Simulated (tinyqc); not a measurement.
Inside a calculation: Wannier functions of a composite (isolated) pair of valence bands (bonds of an sp chain). Values are carried at full precision from step to step, so a last printed digit may differ when a step is redone from the rounded ones.

Each atom has a hybrid pointing left (<) and right (>). H(k): diagonal +V3 on A, -V3 on B; <A<|A>> = -V1a, <B<|B>> = -V1b, <A>|B<> = -V2, <B>|A<> = -V2p exp(ik); k in 1/a, Bloch sums with exp(ikR). The two lowest bands are filled. Trial functions in cell 0: g1 = cos(c) A> + sin(c) B<, and g2 = sin(c) B> + cos(c) A< of cell 1, whose Bloch vector has cos(c) exp(-ik) on A<. Projection A_mn = <psi_m|g_n>, S = A^+ A, Loewdin U = A S^(-1/2), Bloch-like states w_n = sum_m psi_m U_mn, H_W(k) = U^+ diag(E) U. P = sum_m |psi_m><psi_m| is free of phase choices, and S = g^+ P g, w = P g S^(-1/2).

Values chosen for the exercise: V2 = 3.8 eV (coupling in the bond A-B inside the cell); V2p = 3.72 eV (coupling in the bond to the next cell); V1a = 1.79 eV (coupling of the two hybrids on A); V1b = 1.73 eV (the same on B); V3 = 1.84 eV (A at +V3, B at -V3); j = 2 (mesh point, k = 2 pi j/N); N = 5 (k points); c = 45 degrees (trial bonds cos(c) on A, sin(c) on B); xb = 0.59 a (position of B (A at 0)).

## H at one mesh point

Fill in the matrix.

H(k) (eV), lower triangle (Hermitian):
```
                A<       A>       B<       B>
A<          1.8400
A>         -1.7900   1.8400
B<               0  -3.8000  -1.8400
B>  3.0095-2.1866i        0  -1.7300  -1.8400
```

## Levels and the projector on the filled bands

Diagonalise; P = sum over the two lowest states of |psi><psi|.

levels (eV): -5.2936  -3.6246  3.5739  5.3443

P, lower triangle (Hermitian):
```
                 A<               A>              B<      B>
A<           0.3175
A>   0.1563-0.0421i           0.3207
B<   0.0647-0.0204i   0.4320-0.0198i          0.6793
B>  -0.3603+0.2367i  -0.0645+0.0210i  0.1559-0.0436i  0.6825
```

The filled states put 1.276 electrons on A and 2.724 on B at this k.

## Loewdin orthogonalisation

The trial vectors are the columns g1 = (0, cos c, sin c, 0), g2 = (cos c exp(-ik), 0, 0, sin c), k = 2 pi j/N. Form S = g^+ P g, its eigenvalues, S^(-1/2), and w = P g S^(-1/2).

S:
```
                 1                2
1           0.9320  -0.0621-0.0284i
2  -0.0621+0.0284i           0.9307
```

eigenvalues of S: 0.8631  0.9996

S^(-1/2):
```
                1               2
1          1.0379  0.0346+0.0159i
2  0.0346-0.0159i          1.0387
```

w:
```
                 1                2
A<  0.1424+0.0424i  -0.4486-0.3069i
A>  0.5463+0.0150i  -0.1402-0.0490i
B<  0.8181-0.0150i   0.0947+0.0282i
B>  0.0946-0.0285i   0.8201+0.0154i
```

The combinations of the trial bonds that diagonalise S lie 86.3 to 100.0 % inside the filled space; an eigenvalue near zero would mark a poor choice.

## The Hamiltonian in the new basis

H_W = w^+ H w; its eigenvalues must be the two filled levels.

H_W(k) (eV):
```
               1              2
1         -4.495  -0.789+0.270i
2  -0.789-0.270i         -4.423
```

eigenvalues (eV): -5.294  -3.625

## Hoppings between the Wannier functions

H_mn(R) = (1/N) sum_k exp(-ikR) H_W,mn(k), the coupling of function m in cell 0 to function n in cell R.

H(R) (eV):

| R | 11 | 12 | 21 | 22 |
|---|---|---|---|---|
| -2 | 0.0037 | -0.0043 | -0.0026 | 0.0037 |
| -1 | 0.0744 | -0.4941 | -0.0328 | 0.0737 |
| 0 | -4.3775 | -1.2130 | -1.2130 | -4.3057 |
| 1 | 0.0744 | -0.0328 | -0.4941 | 0.0737 |
| 2 | 0.0037 | -0.0026 | -0.0043 | 0.0037 |

The bond levels are -4.377 and -4.306 eV, against -sqrt(V2^2 + V3^2) = -4.222 and -4.150 for isolated bonds. Neighbouring bonds couple by -1.213 eV through B; the bond-orbital estimate is -V1b (1 + ap)/2 = -1.245 with the mean V2 in ap = V3/sqrt(V2^2 + V3^2).

## The functions in real space

w_n(R) = (1/N) sum_k exp(ikR) w_n(k); point-like hybrids at R (A) and R + xb (B) give centres and spreads.

Function 1:

| R | A< | A> | B< | B> |
|---|---|---|---|---|
| -2 | -0.0003 | 0.0008 | -0.0001 | -0.0035 |
| -1 | 0.0033 | 0.0105 | -0.0069 | -0.0529 |
| 0 | 0.0840 | 0.5400 | 0.8298 | 0.0536 |
| 1 | -0.0777 | -0.0185 | 0.0221 | 0.0007 |
| 2 | -0.0057 | -0.0013 | 0.0020 | -0.0004 |

centres (a): 1 0.4139, 2 0.7094

spreads (a^2): 1 0.0778, 2 0.0412

Function 1 has 98.0 % of its weight on the two hybrids of its bond. Its centre lies +0.1189 a from the middle of the bond, towards B, the atom with the lower level.

## Checks

- Eigenvalues of H_W against the filled levels: they agree to 1e-10 or better.
- W^+ w against the unit matrix: they agree to 1e-10 or better.

Program tinyqc; command `OMP_NUM_THREADS=1 python tinyqc.py 1482335 1482336 out.jsonl`; about 0.2 s on one thread of a shared Intel(R) Xeon(R) Processor @ 2.30GHz.
